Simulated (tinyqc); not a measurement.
Ellipsoidal valleys in the axes of a wafer and a channel, step by step. Values are carried at full precision from step to step, so a last printed digit may differ when a step is redone from the rounded ones.

Valleys with axes a along [111], [1-1-1], [-11-1] and [-1-11], one whole valley each; inverse mass tensor w = 1/mt + (1/ml - 1/mt) a a. Device axes: z = nz/|nz|, x = nx/|nx|, y = z cross x; in them a = (ax, ay, az). Confinement mass mz = 1/w_zz. In the plane w_ij is replaced by u_ij = w_ij - w_iz w_jz/w_zz (i, j = x, y); density-of-states mass md = 1/sqrt(det u); conductivity mass along x mc = 1/u_xx; ballistic transport mass mx = u_yy/det u, width mass my = 1/u_yy.

Constants: hbar^2/2m0 = 3.80998211 eV angstrom^2; kB = 8.617333262e-05 eV/K.

Parameters, chosen for this exercise (near those of the L valleys of GaAs; not measured data):
```
symbol  value      unit  meaning
ml      1.942      m0    longitudinal mass
mt      0.074      m0    transverse mass
nz      (1, 1, 0)        surface normal (confinement)
nx      (0, 0, 1)        channel direction
t       5          nm    thickness of the film
T       300        K     temperature
```

## Device axes and valley axes

Give the rows x, y, z in cubic components and each valley axis in device components.

device axes, rows x, y, z; columns [100], [010], [001]:
$$\begin{pmatrix}
0.0000 & 0.0000 & 1.0000 \\
0.7071 & -0.7071 & 0.0000 \\
0.7071 & 0.7071 & 0.0000
\end{pmatrix}$$

valley axes, rows [111], [1-1-1], [-11-1], [-1-11]; columns ax, ay, az:
$$\begin{pmatrix}
0.57735 & 0.00000 & 0.81650 \\
-0.57735 & 0.81650 & 0.00000 \\
-0.57735 & -0.81650 & 0.00000 \\
0.57735 & 0.00000 & -0.81650
\end{pmatrix}$$

## Tensors of the valley [-1-11]

Form w and the reduced tensor u.

w (1/m0), rows x, y, z and columns alike:
$$\begin{pmatrix}
9.1807 & 0.0000 & 6.1276 \\
0.0000 & 13.5135 & 0.0000 \\
6.1276 & 0.0000 & 4.8478
\end{pmatrix}$$

u (1/m0), rows x, y and columns alike:
$$\begin{pmatrix}
1.4354 & 0.0000 \\
0.0000 & 13.5135
\end{pmatrix}$$

The axis is tilted against the normal, so w_xz or w_yz is not zero and the reduction changes the masses in the plane.

## Masses of all valleys

Give mz, md, mc, mx and my.

Masses (m0):
```
valley       mz      md      mc      mx      my
[111]    0.2063  0.2271  0.6967  0.6967  0.0740
[1-1-1]  0.0740  0.3791  0.1089  0.6967  0.2063
[-11-1]  0.0740  0.3791  0.1089  0.6967  0.2063
[-1-11]  0.2063  0.2271  0.6967  0.6967  0.0740
```

mz md^2 = ml mt^2 = 0.01063 for every valley, so a heavy confinement mass comes with a small density of states. The heaviest mz is 0.206, for [111] and [-1-11].

## Subbands and shares in a film

Hard walls: E_n = c (n pi/t)^2/mz, c = hbar^2/2m0, n = 1, 2, 3. Non-degenerate share of a valley proportional to md sum_n exp(-E_n/kT); mean 1/mc = sum of share/mc. 1 nm = 10 angstrom.

Give the ladders, the shares and the mean conductivity mass.

Subbands:
```
valley   E1 (meV)  E2 (meV)  E3 (meV)  share
[111]        72.9     291.7     656.2  0.495
[1-1-1]     203.3     813.0    1829.3  0.005
[-11-1]     203.3     813.0    1829.3  0.005
[-1-11]      72.9     291.7     656.2  0.495
```

mean mc = 0.6587 m0

The lowest ladder ([111] and [-1-11]) holds 99 % of the electrons in these valleys, the next starts 130 meV higher.

## Checks

- mz md^2 against ml mt^2: they agree to 1e-10 or better.
- mx my against md^2: they agree to 1e-10 or better.

tinyqc: `OMP_NUM_THREADS=1 python tinyqc.py 1880972 1880973 out.jsonl`; about 0.01 s, one thread, shared Intel(R) Xeon(R) Processor @ 2.30GHz.
